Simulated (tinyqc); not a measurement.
Surface potential of a MOS transistor: implicit equation and explicit approximations: two steps of the calculation.

p-type body, charge-sheet picture, depletion and inversion only, full ionisation (an idealisation for deep acceptors), Boltzmann statistics (rough once Na exp(x - xn) passes about Nc/7). In units of Vt: xg = (Vg - Vfb)/Vt, x = psi/Vt, G = gamma/sqrt(Vt), xn = (2 phiF + Vc)/Vt. The implicit equation is (xg - x)^2 = G^2 [x - 1 + exp(x - xn)] for x above about 3. Cox = eps0 eox/tox.

Inputs (values chosen for the exercise); band and dielectric values close to those of germanium:
- T = 300 K (temperature)
- Eg = 0.663 eV (band gap)
- eps_r = 15.7 (relative permittivity)
- Nc = 1.05e19 cm^-3 (conduction-band density of states at T)
- Nv = 6.05e18 cm^-3 (valence-band density of states at T)
- eox = 25.6 (relative permittivity of the gate insulator (close to zirconium oxide))
- tox = 30 nm (insulator thickness)
- Na = 2.5e17 cm^-3 (acceptor density)
- Vfb = -0.73 V (flat-band voltage)
- Vc = 1 V (channel-body voltage)
- Vg = 1.8 V (gate-body voltage)

Constants: q = 1.602176634e-19 C, kB = 1.380649e-23 J/K, Vt = kB T/q, eps0 = 8.8541878128e-14 F/cm where lengths are in cm. Results are converted to the units shown.

Question 1. Scales. ni = sqrt(Nc Nv) exp(-Eg/(2 Vt)), Eg in volts; phiF = Vt ln(Na/ni); gamma = sqrt(2 q eps0 eps_r Na)/Cox; VT = Vfb + Vt (xn + G sqrt(xn - 1)).

Wanted: phiF; gamma; G; xn; VT; xg.

Answer 1.

phiF = 0.24200 V
gamma = 0.44167 V^0.5
G = 2.7469
xn = 57.404
VT = 1.2873 V
xg = 97.865

Question 2. New x. D = exp(x - xn), f = (xg - x)^2 - G^2 (x - 1 + D), f' = -2 (xg - x) - G^2 (1 + D), x(new) = x - f/f'.

x at the start = 74.34
G = 2.7469445
xn = 57.403690
xg = 97.864769

Give: D; f; f'; x after iteration 1.

Answer 2.

D = 2.2664e7
f = -1.7102e8
f' = -1.7102e8
x after iteration 1 = 73.340

Program tinyqc, `OMP_NUM_THREADS=1 python tinyqc.py 2122138 2122139 out.jsonl`; Intel Xeon 2.30GHz, shared host, one thread, about 0.01 s.
